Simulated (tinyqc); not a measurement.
Worked calculation: CCSD on RHF in the 6-311g basis, for H2, spin multiplicity 1. One step of it, computed by the program tinyqc.

Problem. Iteration 6 (converged): orbitals. Diagonalise F' = X^T F X, C = X C', fill 1 alpha and 1 beta electrons from the bottom; D = 2 C_occ C_occ^T. Each column has its largest component positive (the first on a tie).

converged F (hartree), lower triangle:
```
           1H 1s      1H 2s      1H 3s      2H 1s      2H 2s      2H 3s
1H 1s   0.489409
1H 2s  -0.518671  -0.412825
1H 3s  -0.504597  -0.399962  -0.249942
2H 1s  -0.584041  -0.587240  -0.489004   0.489409
2H 2s  -0.587240  -0.511196  -0.416719  -0.518671  -0.412825
2H 3s  -0.489004  -0.416719  -0.263643  -0.504597  -0.399962  -0.249942
```

X:
```
               1          2          3          4          5         6
1H 1s   0.581574  -0.876267  -0.725644   0.754542   0.554906  0.159456
1H 2s  -2.405423   1.376356   1.354137   0.334093   0.068146  0.228440
1H 3s   3.756477  -0.811718   0.979452   0.097116  -0.483483  0.215209
2H 1s  -0.581574  -0.876267   0.725644  -0.754542   0.554906  0.159456
2H 2s   2.405423   1.376356  -1.354137  -0.334093   0.068146  0.228440
2H 3s  -3.756477  -0.811718  -0.979452  -0.097116  -0.483483  0.215209
```

Give: F' = X^T F X; orbital energies; coefficients C; D after iteration 6.

Solution.

F' = X^T F X (hartree), lower triangle:
```
        1       2       3      4       5       6
1   1.126
2   0.000   1.835
3  -0.940   0.000   1.381
4   0.516   0.000  -0.982  1.311
5   0.000  -0.811   0.000  0.000   0.700
6   0.000   0.033   0.000  0.000  -0.171  -0.607
```

orbital energies (hartree): MO1 -0.631, MO2 0.184, MO3 0.298, MO4 0.702, MO5 2.261, MO6 2.932

coefficients C:
```
         MO1     MO2     MO3     MO4     MO5     MO6
1H 1s  0.209   0.072  -0.054  -0.080  -1.027  -1.193
1H 2s  0.285  -0.099  -0.664  -2.014   1.195   1.915
1H 3s  0.112   2.724   0.831   2.445  -0.486  -1.297
2H 1s  0.209  -0.072  -0.054   0.080  -1.027   1.193
2H 2s  0.285   0.099  -0.664   2.014   1.195  -1.915
2H 3s  0.112  -2.724   0.831  -2.445  -0.486   1.297
```

D after iteration 6, lower triangle:
```
       1H 1s  1H 2s  1H 3s  2H 1s  2H 2s  2H 3s
1H 1s  0.087
1H 2s  0.119  0.162
1H 3s  0.047  0.064  0.025
2H 1s  0.087  0.119  0.047  0.087
2H 2s  0.119  0.162  0.064  0.119  0.162
2H 3s  0.047  0.064  0.025  0.047  0.064  0.025
```
